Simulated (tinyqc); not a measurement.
Tail temperature from the power law.

Question. When tail states hold most of the charge, the linear current goes as I = A (Vg - VT)^g with g = 2 Tt/T - 1. Find g, Tt and the tail width kB Tt.

Parameters, values chosen for the exercise: temperature T = 290 K.

Constants: q = 1.602176634e-19 C, kB = 1.380649e-23 J/K, Vt = kB T/q. Results are converted to the units shown.

I at Vg - VT = 18 and 27 V (nA): [5284.9109, 10485.066]

Solution. g is the slope of ln I against ln(Vg - VT).

g = 1.69
Tt = 390 K
kB Tt = 33.6 meV

Computed by the program tinyqc: `OMP_NUM_THREADS=1 python tinyqc.py 2610029 2610030 out.jsonl`, one thread of a shared Intel Xeon 2.30GHz, about 0.03 s for the whole run.
